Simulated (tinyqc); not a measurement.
Avalanche multiplication and breakdown of a junction from ionisation integrals: one step, computed by the program tinyqc. Command: `OMP_NUM_THREADS=1 python tinyqc.py 3009288 3009289 out.jsonl impact walk`. One thread of a shared host (Intel(R) Xeon(R) Processor @ 2.30GHz), about 0.01 s of CPU time with the checks.

Ionisation coefficients follow the local field. Position x runs through the depletion layer from the p side (x = 0), where electrons enter, to the n side (x = w), where holes enter. The built-in voltage is neglected.

Question. Multiplication and noise. M_n = 1/(1 - I_n), M_p = M_n exp(-Phi(w)); McIntyre excess noise for the carrier with the larger M, F_x = k M + (1 - k)(2 - 1/M), with k = (smaller M - 1)/(larger M - 1).

Junction: punch-through p+ n- n+.

Every 50th point:
```
x (micrometre)  F (MV/cm)  alpha_n (1/cm)  alpha_p (1/cm)       Phi  I_n up to x
0.0             0.2843828        8608.366        1051.079  0.000000    0.0000000
0.3             0.2792790        7943.930         921.348  0.218656    0.2229780
0.6             0.2741752        7308.888         803.677  0.421528    0.3893510
0.9             0.2690715        6703.391         697.411  0.609150    0.5150470
1.2             0.2639677        6127.531         601.885  0.782076    0.6111337
1.5             0.2588640        5581.337         516.436  0.940885    0.6853980
1.8             0.2537602        5064.773         440.396  1.086173    0.7433844
2.1             0.2486565        4577.731         373.106  1.218555    0.7890870
2.4             0.2435527        4120.028         313.908  1.338663    0.8254157
```

Give: M_n; M_p; effective k; excess noise factor.

Answer.

M_n = 5.728

M_p = 1.502

effective k = 0.1061

excess noise factor = 2.240

Injecting electrons gives the larger gain and, at equal gain, the lower noise.
